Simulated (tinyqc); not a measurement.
Inside a calculation. Method: extended Hueckel theory, for H4. Computed by tinyqc, a small Python program that keeps every step (integrals from PySCF). Settings: charge = 0, K = 1.75, multiplicity = 1. Command: `OMP_NUM_THREADS=1 python tinyqc.py 27468 27469 out.jsonl` (the two numbers bound the seeds that draw the settings). One thread of a shared host (Intel(R) Xeon(R) Processor @ 2.60GHz), about 0.01 s of CPU time with the checks.

## Overlaps

Geometry (angstrom):
```
atom         x         y         z
H     0.000000  0.000000  0.000000
H     0.000000  0.000000  0.749000
H     0.000000  0.000000  1.711000
H     0.000000  0.000000  2.460000
```

Parameters chosen for this run:
```
element  shell  Slater exponent   H_ii (eV)
H           1s         1.300000  -13.600000
```

Slater orbitals, each expanded in six Gaussians scaled to its exponent.

overlap S, order 1H 1s, 2H 1s, 3H 1s, 4H 1s:
```
[[1.000000, 0.630265, 0.165790, 0.045620],
 [0.630265, 1.000000, 0.491726, 0.165790],
 [0.165790, 0.491726, 1.000000, 0.630265],
 [0.045620, 0.165790, 0.630265, 1.000000]]
```

## Wolfsberg-Helmholz matrix

diagonal H_ii (eV): [-13.600000, -13.600000, -13.600000, -13.600000]

K = 1.750000

H_ij = K' S_ij (H_ii + H_jj)/2 for i != j (the diagonal keeps H_ii), with K' = 1.75.

H (eV), order 1H 1s, 2H 1s, 3H 1s, 4H 1s:
```
[[-13.600000, -15.000309, -3.945793, -1.085748],
 [-15.000309, -13.600000, -11.703085, -3.945793],
 [-3.945793, -11.703085, -13.600000, -15.000309],
 [-1.085748, -3.945793, -15.000309, -13.600000]]
```

## Orbitals

valence electrons = 4

Solve H C = S C e through S^(-1/2); fill by pairs from the bottom, a degenerate level sharing its electrons equally; each orbital has its largest coefficient positive (the first on a tie).

orbital energies (eV): [-18.932164, -15.617642, -0.720940, 23.407009]

occupations: [2.000000, 2.000000, 0.000000, 0.000000]

coefficients, order 1H 1s, 2H 1s, 3H 1s, 4H 1s:
```
[[0.295159, 0.536064, 0.847516, -0.810036],
 [0.389230, 0.337241, -0.642684, 1.287599],
 [0.389230, -0.337241, -0.642684, -1.287599],
 [0.295159, -0.536064, 0.847516, 0.810036]]
```

sum of one-electron energies = -69.099612 eV

## Mulliken analysis

P = C n C^T; charge = valence electrons (H 1) minus the sum of (P S)_ii on the atom; overlap population = 2 sum P_ij S_ij between two atoms.

charges: [-0.081545, 0.081545, 0.081545, -0.081545]

Overlap populations:
```
pair      value
2-1    0.745396
3-1   -0.043701
3-2    0.074288
4-1   -0.036541
4-2   -0.043701
4-3    0.745396
```
